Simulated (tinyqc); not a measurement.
# Worked calculation: energy and delay of logic against supply voltage

Numbers from tinyqc (`OMP_NUM_THREADS=1 python tinyqc.py 2082090 2082091 out.jsonl`; about 0.01 s on one thread of a shared Intel Xeon 2.30GHz). Printed values are rounded.

One expression serves below and above threshold: I(Vg) = Ik [ln(1 + exp((Vg - VT + dd V)/(al nf Vt)))]^al, with I_on = I(V) and I_off = I(0). Gate delay td = kd C V/I_on, clock period LD td. Per gate and cycle the switching energy is act C V^2 and the leakage energy I_off V LD td. No short-circuit current, no variation. Minima are sought above 0.09 V; below a few Vt gates no longer switch and the model has no meaning.

Values chosen for this exercise; values of the order met in logic technologies: temperature T = 300 K; threshold voltage at zero drain bias VT = 0.3 V; slope factor nf = 1.2; barrier lowering per volt of supply dd = 0.05; specific current of a gate Ik = 0.45 uA; exponent of the current law al = 1.68; load capacitance of a gate C = 0.74 fF; delay factor kd = 0.5; logic depth LD = 40; activity factor act = 0.1; supply voltage V = 0.51 V.

Constants: q = 1.602176634e-19 C, kB = 1.380649e-23 J/K, Vt = kB T/q. Results are converted to the units shown.

## Currents, delay and energies

I_on, I_off, td, clock frequency 1/(LD td), both energies and their sum.

I_on = 5.693404 uA
I_off = 0.06434332 nA
td = 33.14362 ps
clock frequency = 0.7542931 GHz
switching energy = 19.24740 aJ
leakage energy = 0.04350444 aJ
energy = 19.29090 aJ

I_on/I_off = 88500; leakage makes up 0.226 % of the energy.

## Starting value

V = 0.23 V.

V at the start = 0.23 V

## Iteration 1: new V

Minimum-energy supply: E(V) is the energy per gate and cycle; with h = 0.001 V, E' = (E(V + h) - E(V - h))/(2 h), E'' = (E(V - h) - 2 E(V) + E(V + h))/h^2, V(new) = V - E'/E''.

E' = 22.53802 aJ/V
E'' = 387.7487 aJ/V^2
V after iteration 1 = 0.1718747 V

## Iteration 2: new V

As before.

E' = -9.871537 aJ/V
E'' = 748.4974 aJ/V^2
V after iteration 2 = 0.1850631 V

## Iteration 3: new V

As before.

E' = -0.5770141 aJ/V
E'' = 659.6479 aJ/V^2
V after iteration 3 = 0.1859379 V

## Course of the iteration

Stop when the step is below 1e-9 V, or after 40 iterations.

Course of the iteration:
```
iteration  V before the step (V)  step (V)
1                           0.23   -0.0581
2                      0.1718747    0.0132
3                      0.1850631   8.75e-4
4                      0.1859379   4.07e-6
5                      0.1859419  8.88e-11
```

Converged in 5 iterations. There leakage makes up 35.6 % of the energy and the clock runs at 5.02 MHz.
